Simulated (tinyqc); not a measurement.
# n-type polysilicon, carrier trapping at grain boundaries: effects of single changes

One-dimensional grains of size Lg, uniform ionised doping N, monovalent traps Qt at each boundary at a depth Et below (for electrons) or above (for holes) the band edge there, abrupt depletion of width W on each side of a boundary, Boltzmann statistics. xi is the distance from the band edge at the grain centre to the Fermi level. Trapped charge Qt/(1 + exp((xi + VB - Et)/Vt)) = 2 N W, barrier VB = q N W^2/(2 eps0 eps_r).

Parameters, values chosen for the exercise; values of the order met in polycrystalline silicon:
- T = 300 K (temperature)
- eps_r = 11.7 (relative permittivity)
- NB = 2.8e19 cm^-3 (conduction-band density of states at T)
- Lg = 80 nm (grain size)
- Qt = 8.3e11 cm^-2 (trap density of a grain boundary)
- Et = 0.39 eV (depth of the trap level from the majority band edge at the boundary)
- ms = 0.55 m0 (mass for thermionic emission)
- fe = 0.5 (correction factor of the emission rate)
- mug = 210 cm^2/(V s) (mobility inside the grains)
- N = 2.8e17 cm^-3 (doping)

Constants: q = 1.602176634e-19 C, kB = 1.380649e-23 J/K, m0 = 9.1093837015e-31 kg, Vt = kB T/q, eps0 = 8.8541878128e-14 F/cm where lengths are in cm. Results are converted to the units shown.

Each table varies one quantity; the others keep the values above.

## Effect of the doping

If the trap equation with xi = Vt ln(NB/N) has a root W < Lg/2, the grain is partly depleted; otherwise W = Lg/2 and the trap equation gives xi = Et - VB + Vt ln(Qt/(N Lg) - 1). N* = Qt/Lg. n0 = NB exp(-xi/Vt); mean density n0 (1 - 2 W/Lg) by charge balance in a partly depleted grain, and n0 (sqrt(pi)/2) erf(u)/u with u = sqrt(VB/Vt) in a fully depleted one; v = sqrt(kB T/(2 pi ms m0)); barrier resistivity Vt exp(VB/Vt)/(q fe n0 v Lg); grain resistivity (1 - 2 W/Lg)/(q n0 mug); effective mobility 1/(q mean density total resistivity). Rows with xi above 0.45 V, towards mid-gap, are left out, since the other carrier type is ignored.

Results:
columns A: N (cm^-3); B: N/N*; C: depleted share 2 W/Lg; D: VB (V); E: xi (V); F: mean density (cm^-3); G: resistivity (ohm cm); H: effective mobility (cm^2/(V s))
```
A            B        C         D        E         F         G      H
1.1e16  0.1060    1.000   0.01361   0.4315  1.340e12   1.193e4  390.4
2.3e16  0.2217    1.000   0.02846   0.3940  4.902e12      4967  256.3
4.8e16  0.4627    1.000   0.05939   0.3345  3.810e13      1643  99.70
1e17    0.9639    1.000    0.1237   0.1814  1.015e16     53.05  11.59
2.1e17   2.024   0.4938   0.06336   0.1265  1.063e17    0.6860  85.60
4.5e17   4.337   0.2305   0.02959   0.1068  3.463e17    0.1285  140.3
2e18     19.28  0.05187  0.006659  0.06822  1.896e18   0.02128  154.6
4.2e18   40.48  0.02470  0.003171  0.04904  4.096e18  0.009895  154.0
```

Estimate the missing row, N = 9.4e17 cm^-3.

Computed row:
columns A: N (cm^-3); B: N/N*; C: depleted share 2 W/Lg; D: VB (V); E: xi (V); F: mean density (cm^-3); G: resistivity (ohm cm); H: effective mobility (cm^2/(V s))
```
A           B       C        D        E         F        G      H
9.4e17  9.060  0.1104  0.01417  0.08774  8.363e17  0.04859  153.6
```

With this row back in the table: As N goes from 1.1e16 to 4.2e18, VB goes from 0.0136 through a maximum of 0.124 (at N = 1e17 among the rows listed) to 0.00317 V, the resistivity falls from 11900 to 0.00990 ohm cm and the effective mobility moves up and down between 11.6 and 390 cm^2/(V s). The steepest fall of the resistivity among the rows, as N^(-5.9), lies between N = 1e17 and 2.1e17 cm^-3; N* = 1.04e17 cm^-3. While the grain is fully depleted VB grows as N; once the traps are full it falls as 1/N. For N = 4.2e18 xi is under 2.5 Vt, where Boltzmann statistics begin to fail. For N = 1.1e16, 9.4e17, 2e18, 4.2e18 VB is below Vt, where abrupt depletion and thermionic emission are rough. For N = 1e17 the grain is near the changeover between partial and full depletion, within a few Debye lengths, where both limits are rough. For N = 1.1e16, 2.3e16 the effective mobility exceeds mug, since drift through the depleted part of the grain is left out.

## Effect of the trap density of a grain boundary

Same model as above.

N* = Qt/Lg.

The same in every row: xi (V) = 0.1191.

Effect of the trap density of a grain boundary:
columns A: Qt (cm^-2); B: N/N*; C: depleted share 2 W/Lg; D: VB (V); E: mean density (cm^-3); F: resistivity (ohm cm); G: effective mobility (cm^2/(V s))
```
A            B        C         D         E       F        G
2e11     11.20  0.08928  0.002762  2.550e17  0.1409    173.8
3.4e11   6.588   0.1518  0.007981  2.375e17  0.1441    182.3
5.7e11   3.930   0.2544   0.02243  2.088e17  0.1737    172.1
9.7e11   2.309   0.4329   0.06492  1.588e17  0.5495    71.53
1.6e12   1.400   0.7002    0.1699  8.393e16   28.39    2.619
2.8e12  0.8000   0.8517    0.2513  4.153e16   661.7   0.2272
4.7e12  0.4766   0.8966    0.2785  2.894e16    1896   0.1137
8e12    0.2800   0.9275    0.2980  2.030e16    4033  0.07624
```

What does the table show?

As Qt goes from 2e11 to 8e12, VB rises from 0.00276 to 0.298 V, the resistivity rises from 0.141 to 4030 ohm cm and the effective mobility goes from 174 through a maximum of 182 (at Qt = 3.4e11 among the rows listed) to 0.0762 cm^2/(V s). For Qt = 2e11, 3.4e11, 5.7e11 VB is below Vt, where abrupt depletion and thermionic emission are rough. For Qt = 2.8e12, 4.7e12, 8e12 the grain is near the changeover between partial and full depletion, within a few Debye lengths, where both limits are rough.

Program tinyqc, `OMP_NUM_THREADS=1 python tinyqc.py 2830293 2830294 out.jsonl`; Intel Xeon 2.30GHz, shared host, one thread, about 0.01 s.
